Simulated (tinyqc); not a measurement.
Reaction control against transport control: chemical vapour deposition: Grove model, boundary layer, depletion and step coverage. Computed by tinyqc, a small Python program. Command: `OMP_NUM_THREADS=1 python tinyqc.py 3018396 3018397 out.jsonl cvd walk`. One thread of a shared host (Intel(R) Xeon(R) Processor @ 2.30GHz), about 0.01 s of CPU time with the checks.

A precursor diffuses to the surface and reacts there at first order; each molecule that reacts adds one formula unit of film.

Inputs (values chosen for the exercise, close to those used for tungsten from its fluoride):
```
quantity,value,unit
prefactor k0 of k_s,300000,cm/s
activation energy E,0.734,eV
temperature T,380,C
total pressure p,58,torr
mole fraction of the precursor Y,0.0014,-
gas diffusivity D0 at 273.15 K and 760 torr,0.49,cm^2/s
film density N,6.3e+22,formula units/cm^3
gas velocity U,49,cm/s
kinematic viscosity nu0 at 273.15 K and 760 torr,0.2,cm^2/s
susceptor length L,56,cm
channel height b,8.3,cm
```

Reactor: horizontal, reduced pressure.

Constants: k_B = 8.617333262e-05 eV/K; k_B = 1.380649e-23 J/K.

Method:
- k_s = k0 exp(-E/(k_B T)); C_g = Y p/(k_B T), 1 torr = 133.322 Pa; D = D0 (T/273.15)^1.75 (760/p).
- nu = nu0 (T/273.15)^1.75 (760/p); Re = U L/nu; mean boundary layer delta = (2/3) L/sqrt(Re), at most b/2; h_g = D/delta.
- Fluxes in series: C_s = C_g/(1 + k_s/h_g); growth rate G = k_s h_g/(k_s + h_g) C_g/N; 1 cm/s = 6e8 nm/min.
- Temperatures in kelvin are T(C) + 273.15.

Rates:
```
T (C),k_s (cm/s),h_g (cm/s),G (nm/min),reaction limit (nm/min),transport limit (nm/min)
180,2.0598e-03,8.666,3.3936e-02,3.3944e-02,142.81
230,1.3337e-02,9.497,1.9766e-01,1.9794e-01,140.96
280,6.1604e-02,10.318,8.2674e-01,8.3167e-01,139.30
330,2.2080e-01,11.130,2.6805e+00,2.7337e+00,137.80
380,6.5087e-01,11.933,7.0567e+00,7.4416e+00,136.44
430,1.6452e+00,12.729,1.5473e+01,1.7473e+01,135.18
480,3.6769e+00,13.517,2.8661e+01,3.6458e+01,134.03
530,7.4346e+00,14.299,4.5481e+01,6.9127e+01,132.95
580,1.3842e+01,15.075,6.3163e+01,1.2116e+02,131.95
```

What follows from these numbers?

The apparent activation energy of G is 0.69 eV between the first rows and 0.39 eV between the last, against E = 0.734 eV. k_s stays below h_g, but mixed control begins at the hot end, which lowers the slope there. In the reaction limit the slope is E - k_B T, because C_g falls as 1/T; any further lowering comes from transport.
